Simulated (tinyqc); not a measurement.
Avalanche multiplication and breakdown of a junction from ionisation integrals: one step, computed by the program tinyqc.

Ionisation coefficients follow the local field. Position x runs through the depletion layer from the p side (x = 0), where electrons enter, to the n side (x = w), where holes enter. The built-in voltage is neglected.

Question. Coefficients at the critical field. alpha_n = a_n exp(-(b_n/F)^c), alpha_p = a_p exp(-(b_p/F)^c).

Inputs (values chosen for the exercise, modelled on InP):
```
quantity,value,unit
electron prefactor a_n,5.37e+06,1/cm
electron field b_n,3.18e+06,V/cm
hole prefactor a_p,2.19e+06,1/cm
hole field b_p,2.3e+06,V/cm
exponent c,1,-
```

Junction: one-sided abrupt p+n.

critical field F_m = 0.3371934 MV/cm

Give: alpha_n; alpha_p; ratio k = alpha_p/alpha_n; shorter ionisation length.

Answer.

alpha_n = 430.8 1/cm

alpha_p = 2388 1/cm

ratio k = alpha_p/alpha_n = 5.545

shorter ionisation length = 4.187 micrometre

Holes ionise more readily at the peak field.
